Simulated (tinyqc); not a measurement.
## Screening length from the swing

Problem. In a simple model of a Schottky-barrier transistor a barrier thinner than d = 3.2 nm is transparent, so the effective barrier is pn - psi (1 - exp(-d/lam)) and the swing beyond flat band is Vt ln 10/(1 - exp(-d/lam)). Find the thermionic swing, lam, and the effective barrier at psi = 0.2 V.

Parameters, values chosen for the exercise: temperature T = 300 K; barrier for electrons at both contacts pn = 0.9 eV.

Constants: q = 1.602176634e-19 C, kB = 1.380649e-23 J/K, Vt = kB T/q. Results are converted to the units shown.

swing in the tunnelling range = 95.886325 mV/decade

Solution. The ratio of the two swings is 1 - exp(-d/lam).

Vt ln 10 = 59.53 mV/decade
lam = 3.300 nm
effective barrier = 0.7758 eV

Numbers from tinyqc (`OMP_NUM_THREADS=1 python tinyqc.py 2390013 2390014 out.jsonl`; about 0.4 s on one thread of a shared Intel Xeon 2.30GHz).
